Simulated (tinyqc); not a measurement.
Inside a calculation. Model: finite-difference solution of the diffusion equation on a small grid. Computed by tinyqc, a small Python program that keeps every step. Command: `OMP_NUM_THREADS=1 python tinyqc.py 3012177 3012178 out.jsonl fdiff walk`. One thread of a shared host (Intel(R) Xeon(R) Processor @ 2.30GHz), about 0.01 s of CPU time with the checks. Intermediate numbers are printed to about 6 digits and carried at full precision; extremes and crossings named in words are read from the listed rows.

dC/dt = D d2C/dx2 on nodes x_j = j dx, j = 0..7; the far end is sealed.

Inputs (values chosen for the exercise):
```
quantity,value,unit
diffusivity D,0.14,nm^2/s
grid spacing dx,10,nm
time step dt,250,s
final time t_f,5000,s
```

Boundary at x = 0: sealed surface. Scheme: implicit.

start values C_j, j = 0, 1, ... (% of a reference): [55.6, 100, 75.1, 7.73, 0.849, 0, 0, 0]

## Mesh ratio and operator

The operator M acts as (M C)_j = C_(j-1) - 2 C_j + C_(j+1); at the sealed far end a mirror node gives 2 C_(N-2) - 2 C_(N-1); at j = 0, a mirror node gives 2 C_1 - 2 C_0. r = D dt/dx^2.

mesh ratio r = 0.35

operator M:
```
,0,1,2,3,4,5,6,7
0,-2,2,0,0,0,0,0,0
1,1,-2,1,0,0,0,0,0
2,0,1,-2,1,0,0,0,0
3,0,0,1,-2,1,0,0,0
4,0,0,0,1,-2,1,0,0
5,0,0,0,0,1,-2,1,0
6,0,0,0,0,0,1,-2,1
7,0,0,0,0,0,0,2,-2
```

## Amplification factors

The mode of M with eigenvalue mu has its amplitude multiplied per step by g = (1 + (1 - theta) r mu)/(1 - theta r mu), with theta = 0 explicit, 1 implicit, 1/2 Crank-Nicolson; the explicit scheme is stable for r up to 2/|mu_min|.

eigenvalues mu of M: [-4.00000, -3.80194, -3.24698, -2.44504, -1.55496, -0.75302, -0.19806, 0.00000]

factors g: [0.41667, 0.42906, 0.46807, 0.53886, 0.64757, 0.79142, 0.93517, 1.00000]

largest stable r of the explicit scheme = 0.5

The smallest factor is 0.417: no mode changes sign, and all decay but one with mu = 0 where there is such a mode.

## Time step 1

C at the start (%): [55.600, 100.000, 75.100, 7.730, 0.849, 0.000, 0.000, 0.000]

With r = D dt/dx^2: (1 - theta r M) C(new) = (1 + (1 - theta) r M) C(old); theta = 0 explicit, 1 implicit, 1/2 Crank-Nicolson.

C after step 1 (%): [68.3047, 86.4543, 65.9018, 19.0685, 4.6311, 0.9998, 0.2249, 0.0926]

## Time step 2

The formulas are those given above.

C after step 2 (%): [72.3444, 78.1155, 60.0616, 25.3214, 8.4468, 2.4740, 0.7133, 0.3482]

## All steps

The run takes n = round(t_f/dt) steps of length t_f/n. The dose is the trapezoidal sum of C dx; the error is the largest difference from exp(M D t/dx^2) C(0), the exact time evolution on the same grid.

Course of the run:
```
step,t (s),C_1,C_4,dose (% nm),largest error
1,250,86.4543,4.6311,2114.79,4.54167
2,500,78.1155,8.4468,2114.79,3.55645
3,750,72.4191,11.7761,2114.79,1.93916
4,1000,68.1490,14.5299,2114.79,1.35714
5,1250,64.7137,16.7654,2114.79,1.11587
6,1500,61.8143,18.5757,2114.79,0.98742
7,1750,59.2915,20.0495,2114.79,0.90577
...,...,...,...,...,...
14,3500,47.3968,25.4255,2114.79,0.81498
15,3750,46.2197,25.8309,2114.79,0.78120
16,4000,45.1319,26.1896,2114.79,0.74861
17,4250,44.1251,26.5091,2114.79,0.71767
18,4500,43.1917,26.7955,2114.79,0.68850
19,4750,42.3254,27.0535,2114.79,0.66106
20,5000,41.5204,27.2871,2114.79,0.63522
```

C at the end (%): [42.8163, 41.5204, 37.9245, 32.8210, 27.2871, 22.4205, 19.1197, 17.9550]

largest error at t_f = 0.635218 %

final dose = 2114.79 % nm

final C_4 = 27.2871 %

The time-step error at the end is 0.64 on a scale of 42.8. Both ends are sealed, so the dose is conserved exactly, whatever the step.

## The three schemes as the step is halved

Each run reaches t_f in n equal steps; errors are the largest difference from exp(M D t_f/dx^2) C(0). A dash marks unstable explicit runs.

Largest error at t_f (%):
```
steps n,r,explicit,implicit,Crank-Nicolson
4,1.75000,-,3.06466,1.66328e+00
8,0.87500,-,1.57455,5.91239e-02
16,0.43750,0.811322,0.79318,1.48278e-02
32,0.21875,0.398813,0.39756,3.71092e-03
64,0.10938,0.199277,0.19897,9.27967e-04
128,0.05469,0.099604,0.09953,2.32007e-04
256,0.02734,0.049793,0.04977,5.80026e-05
```

From the last two rows, halving the step divides the error by 2.00 (explicit), 2.00 (implicit), 4.00 (Crank-Nicolson): a factor 2 marks first order in dt and 4 second order. The explicit scheme needs n of at least 14 to be stable; the other two are stable at any step.

Checks made by the program: matrix exponential against 4096 Crank-Nicolson steps (relative difference 5e-09).
